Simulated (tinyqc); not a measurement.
Inside a calculation. Model: binary melting diagram from solution models of liquid and solid. Computed by tinyqc, a small Python program that keeps every step. Command: `OMP_NUM_THREADS=1 python tinyqc.py 3028381 3028382 out.jsonl melt walk`. One thread of a shared host (Intel(R) Xeon(R) Processor @ 2.30GHz), about 0.01 s of CPU time with the checks. Intermediate numbers are printed to about 5 digits and carried at full precision; extremes and crossings named in words are read from the listed rows.

x is the fraction of B. In a phase with interaction L: mu_A = G_A + R T ln(1 - x) + L x^2, mu_B = G_B + R T ln x + L (1 - x)^2. Melting: G(liquid) - G(solid) = H (1 - T/T_m) for each pure component.

Inputs (values chosen for the exercise, for a model alloy):
```
quantity                value    unit
melting point T_A        1400       K
melting point T_B        1100       K
heat of melting H_A      15.1  kJ/mol
heat of melting H_B      31.3  kJ/mol
liquid interaction L_L    -17  kJ/mol
overall fraction x0      0.39       -
```

Diagram: eutectic with pure solids.

Constants: R = 8.314462618 J/(mol K).

## The two liquidus branches

Liquid against pure solid A: T = (H_A + L_L x^2)/(H_A/T_A - R ln(1 - x)); against pure solid B: T = (H_B + L_L (1 - x)^2)/(H_B/T_B - R ln x). The higher branch is the stable one; a dash marks a branch without a positive root.

Liquidus temperatures (K):
```
x     branch A  branch B  first solid
0.05    1343.0     299.0            A
0.15    1212.6     430.0            A
0.30     986.8     597.2            A
0.45     739.9     745.4            B
0.60     487.9     874.0            B
0.75     248.2     980.3            B
0.90      44.4    1061.4            B
0.97         -    1089.8            B
```

## Eutectic point by bisection

Halve the interval 0.001 to 0.999 for the crossing, 44 times.

Bisection, first 12 steps:
```
step        x  branch A (K)  branch B (K)
1     0.50000         655.6        790.53
2     0.25050        1064.5        544.24
3     0.37525         864.6        673.82
4     0.43762         760.6        733.84
5     0.46881         708.2        762.61
6     0.45322         734.4        748.34
7     0.44542         747.6        741.12
8     0.44932         741.0        744.73
9     0.44737         744.3        742.93
10    0.44835         742.6        743.83
11    0.44786         743.5        743.38
12    0.44810         743.0        743.60
```

eutectic composition x_E = 0.44789

eutectic temperature T_E = 743.41 K

T_E lies 357 K below the lower melting point, and x_E lies on the side of A, although that is the higher-melting component: its smaller entropy of melting makes its branch the steeper.

## Freezing of the alloy x0

Primary solid forms at the higher branch; just above T_E its mole fraction is (x_E - x0)/x_E for A or (x0 - x_E)/(1 - x_E) for B, and the rest freezes as eutectic, with B making up x_E of it.

liquidus temperature = 840.14 K

fraction of primary solid = 0.12925

freezing range = 96.732 K

The primary solid is A.

## Effect of the liquid interaction

The crossing is found anew for each L_L.

Eutectic point:
```
L_L (kJ/mol)      x_E  T_E (K)
-18           0.44637   733.28
-12           0.45697   793.96
-6            0.47266   854.30
-3            0.48373   884.26
0             0.49832   913.99
2             0.51094   933.62
4             0.52694   953.04
```

T_E rises from 733 to 953 K, 10.0 K per kJ/mol on average: attraction in the liquid stabilises it and deepens the eutectic. As attraction grows x_E moves from 0.527 to 0.446.

Checks made by the program: equal chemical potentials at the eutectic (relative difference below 1e-10).
